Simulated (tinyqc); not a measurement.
Defect equilibria of an oxide against oxygen pressure (mass action). Changing the oxygen pressure P. Computed by tinyqc, a small Python program. Command: `OMP_NUM_THREADS=1 python tinyqc.py 3009426 3009427 out.jsonl brouwer sweep`. One thread of a shared host (Intel(R) Xeon(R) Processor @ 2.30GHz), about 0.01 s of CPU time with the checks.

Defects: oxygen vacancies V (charge +2), electrons n, holes p, the ionic partner X = O_i'' (charge -2), and the dopant. Activities are taken equal to concentrations.

Inputs (values chosen for the exercise, for a model oxide):

| quantity | value | unit |
|---|---|---|
| reduction enthalpy H_r | 4.05 | eV |
| prefactor K_r0 | 7.3e+69 | cm^-9 atm^(1/2) |
| gap E_g | 3.71 | eV |
| prefactor N_c N_v | 4.3e+42 | cm^-6 |
| disorder enthalpy H_s | 3.35 | eV |
| prefactor K_s0 | 2.2e+45 | cm^-6 |
| dopant density N_d | 1.5e+20 | cm^-3 |
| temperature T | 900 | K |
| electron mobility mu_n | 1.8 | cm^2/(V s) |
| hole mobility mu_p | 0.25 | cm^2/(V s) |
| vacancy diffusion prefactor D_0 | 0.019 | cm^2/s |
| vacancy migration energy E_m | 0.76 | eV |

Ionic disorder: anion Frenkel. Dopant (singly charged, fully ionised): acceptor.

Constants: k_B = 8.617333262e-05 eV/K; e = 1.602176634e-19 C.

Method:
- K_r = K_r0 exp(-H_r/k_B T) = [V] n^2 P^(1/2); K_i = N_c N_v exp(-E_g/k_B T) = n p; K_s = K_s0 exp(-H_s/k_B T) = [X] [V].
- Neutrality: 2 [V] + p = n + 2 [X] + N_d. With n as the unknown, [V] = K_r/(n^2 P^(1/2)), p = K_i/n, [X] = K_s/[V]; the log ratio is ln(positive/negative).
- The root is found by 60 bisections in ln n between n = 1e-10 and 1e25 cm^-3.
- sigma_n = e n mu_n, sigma_p = e p mu_p, sigma_ion = 2 e [V] mu_V with mu_V = 2 e D/(k_B T) and D = D_0 exp(-E_m/k_B T); only the oxygen vacancies carry ionic current, and the ionic transport number is sigma_ion over the total.

One run for each value:

| oxygen pressure P (atm) | n (cm^-3) | [V] (cm^-3) | p (cm^-3) | [X] (cm^-3) | total conductivity (S/cm) |
|---|---|---|---|---|---|
| 1.00e-30 | 6.2720e+20 | 3.8860e+20 | 1.1507e+01 | 9.8570e+05 | 1.8088e+02 |
| 1.00e-27 | 1.7301e+20 | 1.6150e+20 | 4.1717e+01 | 2.3717e+06 | 4.9896e+01 |
| 1.00e-24 | 4.0103e+19 | 9.5052e+19 | 1.7997e+02 | 4.0298e+06 | 1.1566e+01 |
| 1.00e-21 | 7.8268e+18 | 7.8913e+19 | 9.2214e+02 | 4.8540e+06 | 2.2579e+00 |
| 1.00e-18 | 1.4210e+18 | 7.5710e+19 | 5.0793e+03 | 5.0593e+06 | 4.1045e-01 |
| 1.00e-15 | 2.5367e+17 | 7.5127e+19 | 2.8452e+04 | 5.0986e+06 | 7.3810e-02 |
| 1.00e-12 | 4.5140e+16 | 7.5023e+19 | 1.5989e+05 | 5.1057e+06 | 1.3672e-02 |
| 1.00e-09 | 8.0282e+15 | 7.5004e+19 | 8.9901e+05 | 5.1070e+06 | 2.9687e-03 |
| 1.00e-06 | 1.4277e+15 | 7.5001e+19 | 5.0554e+06 | 5.1072e+06 | 1.0651e-03 |
| 1.00e-03 | 2.5388e+14 | 7.5000e+19 | 2.8428e+07 | 5.1072e+06 | 7.2659e-04 |
| 1.00e+00 | 4.5147e+13 | 7.5000e+19 | 1.5986e+08 | 5.1072e+06 | 6.6639e-04 |

Over the rows, n (cm^-3) falls from 6.27e20 to 4.51e13 (exponent d ln y / d ln x -0.19 between the first rows and -0.25 between the last); [V] (cm^-3) falls from 3.89e20 to 7.50e19; p (cm^-3) rises from 11.5 to 1.60e8 (exponent d ln y / d ln x 0.19 between the first rows and 0.25 between the last). The largest terms of the neutrality condition are 2 [V] = n from row 1; 2 [V] = N_d from row 3. Deep inside a regime n goes as P^(-1/6) for 2 [V] = n, P^(-1/4) where [V] is fixed, P^0 where n or p is fixed, and P^(-1/6) for p = 2 [X].

Caution (rows 1.00e-30): one of n, p, [V] and [X] is above 2e20 cm^-3, near 1 % of the sites of a usual oxide, where defects associate and the ideal mass-action laws fail. Caution (rows 1.00e-30): the carrier density is near sqrt(N_c N_v), where the carriers are degenerate and n p = K_i fails.

Extremes, crossings and ranges named in words are read from the listed rows.
